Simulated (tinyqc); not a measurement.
Specific resistance of a metal-semiconductor contact and its transmission-line measurement: one step, computed by the program tinyqc. Command: `OMP_NUM_THREADS=1 python tinyqc.py 3030339 3030340 out.jsonl contact walk`. One thread of a shared host (Intel(R) Xeon(R) Processor @ 2.30GHz), about 0.01 s of CPU time with the checks.

The barrier is parabolic (depletion approximation), energies E are normal energies counted from the band edge in the neutral semiconductor (downwards for holes), and the bias is zero. xi is an input, held fixed when other inputs move.

Question. Current crowding. Transmission-line model: transfer length L_T = sqrt(rho_c/R_sh); R_c = (R_sh L_T/W) coth(d/L_T). Limits: rho_c/(W d) for d << L_T, sqrt(rho_c R_sh)/W for d >> L_T.

Inputs (values chosen for the exercise, modelled on n-type GaAs):
```
quantity,value,unit
temperature T,300,K
sheet resistance R_sh,52,ohm
contact length d,2.3,micrometre
contact width W,4.5,micrometre
```

Image-force lowering: included.

specific contact resistance rho_c = 7.430776e-08 ohm cm^2

Give: transfer length L_T; d/L_T; contact resistance R_c; R_c W; short-contact limit; long-contact limit.

Answer.

transfer length L_T = 0.3780 micrometre

d/L_T = 6.084

contact resistance R_c = 4.368 ohm

R_c W = 19.66 ohm micrometre

short-contact limit = 0.7179 ohm

long-contact limit = 4.368 ohm

The contact is long: current crowds at the front edge, and more length does not help.
